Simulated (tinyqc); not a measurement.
Minority-electron transport through the base of a bipolar transistor (Moll-Ross and Kroemer integrals): one step, computed by the program tinyqc. Command: `OMP_NUM_THREADS=1 python tinyqc.py 3012937 3012938 out.jsonl base walk`. One thread of a shared host (Intel(R) Xeon(R) Processor @ 2.30GHz), about 0.01 s of CPU time with the checks.

Low injection, one dimension, x from the emitter edge (0) to the collector edge (W), s = x/W. Recombination is treated as a small correction (valid for tau_B well below tau_n), computed from the stored charge.

Problem. Profile and built-in field. N(x) = N_0 (ratio)^(-s); n_i(x)^2 = n_i^2 exp(s dE_g/k_B T); D(x) = (k_B T/e) mu, mu = mu_min + (mu_max - mu_min)/(1 + (N/N_ref)^0.7). Field that drives electrons towards the collector, averaged over the base: (k_B T/e) ln[N_0 n_i(W)^2/(N(W) n_i^2)]/W.

Inputs (values chosen for the exercise, modelled on SiGe):

| quantity | value | unit |
|---|---|---|
| base doping at the emitter edge N_0 | 1.4e+19 | 1/cm^3 |
| base width W | 16 | nm |
| mu_min | 210 | cm^2/(V s) |
| mu_max | 1050 | cm^2/(V s) |
| N_ref | 1.3e+17 | 1/cm^3 |
| temperature T | 300 | K |
| doping ratio N_0/N(W) | 9.1 | - |
| gap narrowing across the base dE_g | 30 | meV |

Base doping profile: exponential. Gap grading: linear. Exit of the base: infinite sink.

Constants: k_B = 8.617333262e-05 eV/K.

Give: Across the base; drift factor eta (potential drop in k_B T/e); mean built-in field.

Solution.

Across the base:

| s | N (1/cm^3) | n_i(x)^2/n_i^2 | D (cm^2/s) | y (s/cm^5) |
|---|---|---|---|---|
| 0.0 | 1.4000e+19 | 1.0000 | 6.2198 | 2.2509e+18 |
| 0.2 | 9.0016e+18 | 1.2612 | 6.4923 | 1.0993e+18 |
| 0.4 | 5.7878e+18 | 1.5907 | 6.8523 | 5.3098e+17 |
| 0.6 | 3.7214e+18 | 2.0063 | 7.3230 | 2.5329e+17 |
| 0.8 | 2.3927e+18 | 2.5304 | 7.9302 | 1.1924e+17 |
| 1.0 | 1.5385e+18 | 3.1914 | 8.6999 | 5.5411e+16 |

drift factor eta (potential drop in k_B T/e) = 3.3687

mean built-in field = 54.430 kV/cm
